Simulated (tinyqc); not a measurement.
Stretching all distances: RHF, UHF, MP2, CISD and CCSD against full CI in the 6-31g basis, for H4, spin multiplicity 1. Computed by the program tinyqc with PySCF. All coordinates are multiplied by the scale. c0^2 is the weight of the RHF determinant in the lowest singlet FCI state (UHF is spin-contaminated and may lie near states of higher spin) and n(LUMO) the first natural occupation beyond the occupied space.

Geometry (angstrom):
```
atom,x,y,z
H,0.0000,0.0000,0.0000
H,0.0000,0.0000,0.7190
H,0.0000,0.8970,0.0000
H,0.0000,0.8970,0.7190
```

Full CI energy (hartree) and errors against it (kcal/mol):
```
scale,distance 1-2 (angstrom),E(FCI),RHF,UHF,MP2,CISD,CCSD,<S^2> UHF,c0^2,n(LUMO)
0.9000,0.6471,-1.882113,35.8467,35.1506,10.3774,0.7161,0.2215,0.2434,0.9564,0.0568
1.0800,0.7765,-2.036337,40.2914,38.3904,12.8159,0.9527,0.1930,0.3694,0.9439,0.0763
1.4300,1.0282,-2.122765,50.0214,40.7553,18.8536,1.8318,0.1193,0.6931,0.9052,0.1313
1.6000,1.1504,-2.123669,55.9465,40.1680,22.6612,2.6006,0.0916,0.8503,0.8786,0.1664
1.7800,1.2798,-2.112844,63.4136,38.3850,27.4425,3.7757,0.0599,1.0183,0.8445,0.2097
1.9600,1.4092,-2.096292,72.1918,35.3829,33.0094,5.4227,0.0139,1.1897,0.8042,0.2591
2.1300,1.5315,-2.079021,81.6801,31.5373,38.9492,7.5022,-0.0496,1.3492,0.7611,0.3105
2.3100,1.6609,-2.061310,92.9216,26.7430,45.8644,10.3342,-0.1373,1.5044,0.7111,0.3689
```

Estimate the missing row, scale = 1.25.

Computed row:
```
scale   distance 1-2 (angstrom)     E(FCI)      RHF      UHF      MP2    CISD    CCSD  <S^2> UHF    c0^2  n(LUMO)
1.2500                   0.8988  -2.099240  44.7215  40.1900  15.4912  1.2878  0.1551     0.5247  0.9276   0.1001
```

UHF lies below RHF over the whole range. The weight c0^2 goes from 0.96 to 0.71 and n(LUMO) from 0.06 to 0.37: static correlation grows as the bonds break into open-shell fragments. The spread of the error along the curve, which distorts its shape, is CCSD 0.4, CISD 9.6, UHF 14.0, MP2 35.5, RHF 57.1 kcal/mol. Below FCI somewhere: CCSD, as non-variational methods may be.
